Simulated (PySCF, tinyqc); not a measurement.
Worked calculation: RHF in the 6-31g basis, for H2, spin multiplicity 1. The lowest restricted solution is unstable here: a spin-polarised one lies 0.0189 hartree lower (PySCF). One step of it, computed by the program tinyqc.

Problem. Orthogonalisation. S = U s U^T; symmetric (Loewdin) form X = U s^(-1/2) U^T, so that X^T S X = 1.

overlap S, order 1H 1s, 1H 2s, 2H 1s, 2H 2s:
```
[[1.000000, 0.658292, 0.058873, 0.236030],
 [0.658292, 1.000000, 0.236030, 0.532640],
 [0.058873, 0.236030, 1.000000, 0.658292],
 [0.236030, 0.532640, 0.658292, 1.000000]]
```

Give: eigenvalues of S; X.

Solution.

eigenvalues of S: [0.2201, 0.3706, 1.1884, 2.2209]

X, order 1H 1s, 1H 2s, 2H 1s, 2H 2s:
```
[[1.2543, -0.4996, 0.0269, 0.0299],
 [-0.4996, 1.4270, 0.0299, -0.3945],
 [0.0269, 0.0299, 1.2543, -0.4996],
 [0.0299, -0.3945, -0.4996, 1.4270]]
```
